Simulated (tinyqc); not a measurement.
# Worked calculation: surface potential of a MOS transistor: implicit equation and explicit approximations

tinyqc, about 0.01 s, one thread, Intel Xeon 2.30GHz (shared host): `OMP_NUM_THREADS=1 python tinyqc.py 2122103 2122104 out.jsonl` Printed values are rounded.

p-type body, charge-sheet picture, depletion and inversion only, full ionisation (an idealisation for deep acceptors), Boltzmann statistics (rough once Na exp(x - xn) passes about Nc/7). In units of Vt: xg = (Vg - Vfb)/Vt, x = psi/Vt, G = gamma/sqrt(Vt), xn = (2 phiF + Vc)/Vt. The implicit equation is (xg - x)^2 = G^2 [x - 1 + exp(x - xn)] for x above about 3. Cox = eps0 eox/tox.

Inputs (values chosen for the exercise); band and dielectric values close to those of silicon:
```
symbol    value   unit                                                                 meaning
T           300      K                                                             temperature
Eg         1.13     eV                                                                band gap
eps_r      11.8                                                          relative permittivity
Nc      2.78e19  cm^-3                                  conduction-band density of states at T
Nv      2.69e19  cm^-3                                     valence-band density of states at T
eox         3.9         relative permittivity of the gate insulator (close to silicon dioxide)
tox         9.7     nm                                                     insulator thickness
Na       2.9e16  cm^-3                                                        acceptor density
Vfb       -0.38      V                                                       flat-band voltage
Vc            0      V                                                    channel-body voltage
Vg         0.75      V                                                       gate-body voltage
```

Constants: q = 1.602176634e-19 C, kB = 1.380649e-23 J/K, Vt = kB T/q, eps0 = 8.8541878128e-14 F/cm where lengths are in cm. Results are converted to the units shown.

## Scales

ni = sqrt(Nc Nv) exp(-Eg/(2 Vt)), Eg in volts; phiF = Vt ln(Na/ni); gamma = sqrt(2 q eps0 eps_r Na)/Cox; VT = Vfb + Vt (xn + G sqrt(xn - 1)).

phiF = 0.387939 V
gamma = 0.276785 V^0.5
G = 1.72146
xn = 30.0123
VT = 0.635584 V
xg = 43.7104

## Explicit approximation

Depletion value a = 1 + [sqrt(G^2/4 + xg - 1) - G/2]^2; inversion value b = xn + ln[(xg - xn)^2/G^2 - xn + 1] and first guess y = min(a, b) - ln(1 + exp(-|a - b|)) if a > xn + 1, else b = y = a; one second-order correction with D = exp(y - xn), p = 2 (xg - y) + G^2 (1 + D), w = (xg - y)^2 - G^2 (y - 1 + D): z = y + 2 w/(p + sqrt(p^2 - 2 (2 - G^2 D) w)), or the Newton step z = y + w/p where the root is not real.

a = 33.8446
b = 33.5476
y = 32.9920
p = 82.7262
w = -38.2478
z = 32.4171

The root of the implicit equation is x = 32.4445; y misses it by 0.55 and z by -0.027, in units of Vt.

## Starting value

x = y rounded to two decimals.

x at the start = 32.99

## Iteration 1: new x

D = exp(x - xn), f = (xg - x)^2 - G^2 (x - 1 + D), f' = -2 (xg - x) - G^2 (1 + D), x(new) = x - f/f'.

D = 19.6432
f = -38.0843
f' = -82.6149
x after iteration 1 = 32.5290

## Iteration 2: new x

As before.

D = 12.3882
f = -5.12237
f' = -62.0374
x after iteration 2 = 32.4464

## Course of the iteration

Stop when the step is below 1e-11, or after 60 iterations.

Course of the iteration:
```
iteration	x before the step	step
1	32.99	-0.461
2	32.5290	-0.0826
3	32.4464	-1.94e-3
4	32.4445	-1.01e-6
5	32.4445	-2.70e-13
```

Converged in 5 iterations.

## Potential, charges and gate control

converged x = 32.4445

psi = Vt x; N_dep = Cox Vt G sqrt(x - 1)/q; N_inv = (Cox Vt G/q) [sqrt(x - 1 + exp(x - xn)) - sqrt(x - 1)]; dpsi/dVg = 1/[1 + G^2 (1 + exp(x - xn))/(2 (xg - x))].

psi = 0.838755 V
N_dep = 5.54490e11 cm^-2
N_inv = 9.2637e10 cm^-2
dpsi/dVg = 0.380401

psi lies 2.4 Vt above 2 phiF + Vc.
